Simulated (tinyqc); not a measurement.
# Octagonal on-chip spiral inductor, lumped pi model: two studies

Outer diameter do = di + 2 n wd + 2 (n - 1) sp, mean da = (do + di)/2, fill p = (do - di)/(do + di), length l = 3.314 n da. L = 2.25 mu0 n^2 da/(1 + 3.55 p), mu0 = 4 pi 1e-7 H/m. Rs = rho l/(wd delta (1 - exp(-th/delta))), delta = sqrt(rho/(pi f mu0)). Cs = n wd^2 eps0 eo/hu across the coil. At each end Cox = l wd eps0 eo/(2 ho) leads to the substrate branch Rsi = 2 rs he/(l wd) in parallel with Csi = l wd eps0 11.7/(2 he). With one end grounded Y = 1/(Rs + i w L) + i w Cs + 1/[1/(i w Cox) + 1/(1/Rsi + i w Csi)], w = 2 pi f; Q = -Im Y/Re Y. Eddy currents in neighbouring turns and in the substrate are left out.

Values chosen for this exercise; values of the order met in silicon radio-frequency processes: number of turns n = 3.5; line width wd = 6 um; space between turns sp = 2 um; inner diameter di = 80 um; metal thickness th = 4 um; metal resistivity rho = 3 uohm cm; oxide below the coil ho = 7.7 um; oxide between coil and underpass hu = 1.1 um; relative permittivity of the oxide eo = 4.1; substrate resistivity rs = 1 ohm cm; effective spreading depth in the substrate he = 30 um; frequency f = 7.1 GHz.

Constants: eps0 = 8.8541878128e-12 F/m. Results are converted to the units shown.

Each table varies one quantity; the others keep the values above.

## Quality factor against frequency

Apparent inductance Im(1/Y)/w; share of the loss Re(substrate branch)/Re Y.

Quality factor against frequency:
```
f (GHz)  Rs (ohm)  w L/Rs      Q  apparent inductance (nH)  loss in the substrate (%)
0.42        2.371   2.184  2.183                     1.963                   2.344e-4
0.69        2.645   3.217  3.214                     1.964                   0.001387
1.1         2.992   4.533  4.523                     1.966                   0.007573
1.8         3.490   6.360  6.322                     1.973                    0.04545
3           4.203   8.801  8.643                     1.992                     0.2868
4.9         5.144   11.75  11.09                     2.043                      1.630
8           6.413   15.38  12.57                     2.192                      8.532
13          8.084   19.83  9.530                     2.695                      33.46
21          10.23   25.31  2.107                     5.436                      71.79
```

What does the comparison show?

Q goes from 2.18 through a maximum of 12.6 (at f = 8 GHz among the rows listed) to 2.11; the exact peak is 12.6 at 8.00 GHz and Q reaches zero at the self-resonance, 25.2 GHz. The share of the substrate rises from 2.34e-4 to 71.8 %, and the apparent inductance ends at 2.77 times L. At the peak the substrate takes 8.52 % of the loss. For f = 21 the coil is longer than 0.15 of a wavelength in the oxide, where one lumped section is rough.

## Effect of the oxide below the coil

Same model as above.

Peak Q and its frequency from a search over f; self-resonance where Im Y = 0; Q at the given f (negative beyond resonance).

The same in every row: L (nH) = 1.963; do (um) = 132.0.

Results:
```
ho (um)  peak Q  f of the peak (GHz)  self-resonance (GHz)  Q at f
1         6.874                2.882                 12.68   2.102
2         8.546                4.074                 15.24   5.755
3         9.653                4.996                 17.62   8.436
5         11.18                6.457                 21.42   11.09
10        13.45                9.078                 27.77   12.96
15        14.84                10.98                 31.89   13.47
```

Estimate the missing row, ho = 7 um.

Computed row:
```
ho (um)  peak Q  f of the peak (GHz)  self-resonance (GHz)  Q at f
7         12.26                7.631                 24.36   12.21
```

With this row back in the table: As ho goes from 1 to 15, L stays at 1.96 nH, the peak Q rises from 6.87 to 14.8, its frequency rises from 2.88 to 11.0 GHz and the self-resonance rises from 12.7 to 31.9 GHz.

Program tinyqc, `OMP_NUM_THREADS=1 python tinyqc.py 2302238 2302239 out.jsonl`; Intel Xeon 2.30GHz, shared host, one thread, about 0.01 s.
